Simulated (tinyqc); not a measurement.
Coupled-perturbed Hartree-Fock on RHF in the sto-6g basis, for H2, spin multiplicity 1, step by step. One step of it, computed by the program tinyqc.

Problem. Coupled step 1. U_ai = -(mu_ai + sum_bj [4 (ai|bj) - (ab|ij) - (aj|bi)] U_bj) / (e_a - e_i); alpha = -4 sum U_ai mu_ai.

uncoupled U:
```
          i1
a2  1.154362
```

dipole integrals <a|z|i> (bohr):
```
           i1
a2  -1.087342
```

orbital energies (hartree): MO1 -0.488798, MO2 0.453143

Two-electron integrals over orbitals (pq|rs), unique and non-zero (hartree):
```
(11|11) 0.626793   (21|21) 0.196997   (22|11) 0.622386   (22|22) 0.653834
```

Give: U after step 1; polarisability.

Solution.

U after step 1:
```
        i1
a2  1.1928
```

polarisability = 5.1881 bohr^3
